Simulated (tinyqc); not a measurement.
Worked calculation: finite square well with mass mismatch (envelope functions). Values are carried at full precision from step to step, so a last printed digit may differ when a step is redone from the rounded ones.

A square well of width L and depth V0, mass mw inside and mb outside, energies from the bottom of the well, c = hbar^2/2m0. k = sqrt(mw E/c), kappa = sqrt(mb (V0 - E)/c). psi and psi'/m are continuous at the walls (BenDaniel-Duke), so level n solves k L + 2 atan[(k/mw)/(kappa/mb)] = n pi.

Constants: hbar^2/2m0 = 3.80998211 eV angstrom^2.

Inputs chosen for the exercise (near those of a GaAs well in AlGaAs; shifted at random, so the results belong to these values and not to a real crystal):

| symbol | value | unit | meaning |
|---|---|---|---|
| L | 50 | angstrom | well width |
| V0 | 0.178 | eV | barrier height |
| mw | 0.0686 | m0 | mass in the well |
| mb | 0.0853 | m0 | mass in the barrier |
| alpha_w | 0.52 | 1/eV | non-parabolicity in the well |
| alpha_b | 0.32 | 1/eV | non-parabolicity in the barrier |

## How many levels are bound

At E = V0 the arctangent equals pi/2, so level n is bound if k0 L > (n - 1) pi with k0 = sqrt(mw V0/c). Compare with the infinitely deep well, E1(hard) = c (pi/L)^2/mw.

k0 = 0.05661 1/angstrom
k0 L/pi = 0.9010
number of bound levels = 1
E1(hard) = 0.2193 eV

The count does not depend on mb. One more level binds at L = 55.5 angstrom.

## The lowest level by bisection

f(E) = k L + 2 atan[(k/mw)/(kappa/mb)] - pi rises with E. Twelve halvings of [0, V0]: keep the half in which f changes sign.

Bisection:

| step | low (eV) | high (eV) | midpoint (eV) | k | kappa | f |
|---|---|---|---|---|---|---|
| 1 | 0.00000 | 0.17800 | 0.08900 | 0.04003 | 0.04464 | 0.5395 |
| 2 | 0.00000 | 0.08900 | 0.04450 | 0.02831 | 0.05467 | -0.5823 |
| 3 | 0.04450 | 0.08900 | 0.06675 | 0.03467 | 0.04991 | 0.0166 |
| 4 | 0.04450 | 0.06675 | 0.05563 | 0.03165 | 0.05234 | -0.2699 |
| 5 | 0.05563 | 0.06675 | 0.06119 | 0.03319 | 0.05114 | -0.1240 |
| 6 | 0.06119 | 0.06675 | 0.06397 | 0.03394 | 0.05053 | -0.0530 |
| 7 | 0.06397 | 0.06675 | 0.06536 | 0.03430 | 0.05022 | -0.0180 |
| 8 | 0.06536 | 0.06675 | 0.06605 | 0.03449 | 0.05006 | -0.0007 |
| 9 | 0.06605 | 0.06675 | 0.06640 | 0.03458 | 0.04999 | 0.0080 |
| 10 | 0.06605 | 0.06640 | 0.06623 | 0.03453 | 0.05002 | 0.0037 |
| 11 | 0.06605 | 0.06623 | 0.06614 | 0.03451 | 0.05004 | 0.0015 |
| 12 | 0.06605 | 0.06614 | 0.06610 | 0.03450 | 0.05005 | 0.0004 |

After twelve halvings the bracket is V0/4096 = 0.043 meV wide.

## Bound levels

Solve the condition for each n (six at most). With A = cos(kL/2) for even and sin(kL/2) for odd levels, the probability in the barriers is Pb = (A^2/kappa)/(A^2/kappa + L/2 +/- sin(kL)/(2k)), + for even.

Levels:

| n | parity | E (eV) | k (1/angstrom) | kappa (1/angstrom) | Pb |
|---|---|---|---|---|---|
| 1 | even | 0.0661 | 0.03449 | 0.05006 | 0.1770 |

The lowest level lies at 30 % of the infinite-well value and decays into the barrier over 1/kappa = 20.0 angstrom.

## Mass in the plane and density of states

To first order in the in-plane energy, 1/m_par = (1 - Pb)/mw + Pb/mb for each subband. Each adds a step D = m_par/(2 pi c) to the density of states per area (spin included, one valley); 1/angstrom^2 = 1e16/cm^2.

Subbands:

| n | m_par (m0) | D (1e13/(eV cm^2)) |
|---|---|---|
| 1 | 0.0711 | 2.969 |

## Levels with energy-dependent masses

Non-parabolic bands: mw is replaced by mw (1 + alpha_w E) and mb by mb (1 - alpha_b (V0 - E)), in k, kappa and the matching condition alike.

Solve the same condition with the energy-dependent masses, and list the shift from the parabolic levels that exist in both.

Levels:

| n | E (eV) | mass inside | mass outside | shift (meV) |
|---|---|---|---|---|
| 1 | 0.0663 | 0.0710 | 0.0823 | 0.2 |

Level 1 moves by +0.2 meV. The lighter mass deep in the barrier hardens the wall for low levels; the heavier mass in the well wins higher up.

## Checks

- Lowest level by finite differences (200 cells across the well) against the matching condition, eV: both 0.0661.

tinyqc: `OMP_NUM_THREADS=1 python tinyqc.py 1281701 1281702 out.jsonl`; about 0.01 s, one thread, shared Intel(R) Xeon(R) Processor @ 2.30GHz.
